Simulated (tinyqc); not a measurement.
A particle near a wafer in liquid: double-layer and van der Waals forces (DLVO), deposition barrier and removal: one step, computed by the program tinyqc.

Sphere and flat wall, Derjaguin approximation, constant potentials in the linear-superposition form, no retardation and no hydration force.

Problem. Removing an attached particle. Adhesion F_a = A R/(6 h0^2) [1 + a^2/(R h0)] - kappa Z R exp(-kappa h0), a the contact radius. Drag in a shear flow F_d = 1.7 x 6 pi mu R^2 G, acting at 1.4 R; rolling starts when 1.4 R F_d = a F_a. Wall shear stress = mu G.

Inputs (values chosen for the exercise, of the order of those for ceria on silica in water):

| quantity | value | unit |
|---|---|---|
| particle radius R | 19 | nm |
| Hamaker constant A | 1.9e-20 | J |
| temperature T | 323 | K |
| contact distance h0 | 0.4 | nm |
| contact radius over R | 0.12 | - |
| viscosity | 0.42 | mPa s |

kappa = 0.5291941 1/nm

Z = -11.35863 pN

Give: van der Waals adhesion; net adhesion F_a; wall shear stress for rolling; shear rate G.

Solution.

van der Waals adhesion = 633.25 pN

net adhesion F_a = 725.67 pN

wall shear stress for rolling = 5377.0 Pa

shear rate G = 1.2802e+07 1/s
